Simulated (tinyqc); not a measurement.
Grain-boundary trapping model (Seto) of a polycrystalline semiconductor film: one step, computed by the program tinyqc.

Grains of equal size L are joined by thin boundaries with one trap level. Trapped carriers deplete a width W on each side and raise a barrier, crossed by thermionic emission. Dopants are fully ionised, statistics are non-degenerate and mu_g does not depend on T.

Task: Activation energy. N_c(T) = N_c (T/300 K)^(3/2). Filled traps Q = Q_t/(1 + (1/2) exp((E_t* - E_F)/k_B T)), where E_t* = e V_B - E_t and E_F are counted from the band edge at the grain centre. Partial depletion: Q = 2 N W, V_B = e N W^2/(2 eps eps_0), E_F = k_B T ln(N/N_c); solve for W. If that W would exceed L/2 the grain is fully depleted: W = L/2, Q = N L, and E_F follows from the trap equation. Centre density n_0 = N_c exp(E_F/k_B T). Boundary: sigma_b = L e^2 n_0 exp(-e V_B/k_B T)/sqrt(2 pi m k_B T); drift through the grain, depleted parts included: rho_g = [(1 - 2W/L) + (2W/L) int_0^1 exp(y^2 s^2) ds]/(e n_0 mu_g); rho = 1/sigma_b + rho_g. Mean carrier density n_av = n_0 [(1 - 2W/L) + (2W/L) (sqrt(pi)/2) erf(y)/y], y = sqrt(e V_B/k_B T); effective mobility 1/(e n_av rho). E_a = d ln(rho)/d(1/k_B T) from T - 5 K and T + 5 K; temperature coefficient d ln(rho)/dT.

Inputs (values chosen for the exercise, modelled on polycrystalline SiGe): permittivity eps = 13.5; effective mass m = 0.33 m_0; effective density of states at 300 K, N_c = 1.5e+19 1/cm^3; grain size L = 380 nm; trap density Q_t = 1.2e+12 1/cm^2; trap level E_t below the band edge = 0.26 eV; doping N = 7.3e+17 1/cm^3; mobility inside the grains mu_g = 150 cm^2/(V s); temperature T = 250 K.

Grain interior: resistance included.

Constants: k_B = 8.617333262e-05 eV/K; e = 1.602176634e-19 C; eps_0 = 8.8541878128e-12 F/m; m_0 = 9.1093837015e-31 kg; k_B = 1.380649e-23 J/K.

Give: activation energy E_a; temperature coefficient.

Result:

activation energy E_a = 0.002981 eV

temperature coefficient = -0.05538 %/K
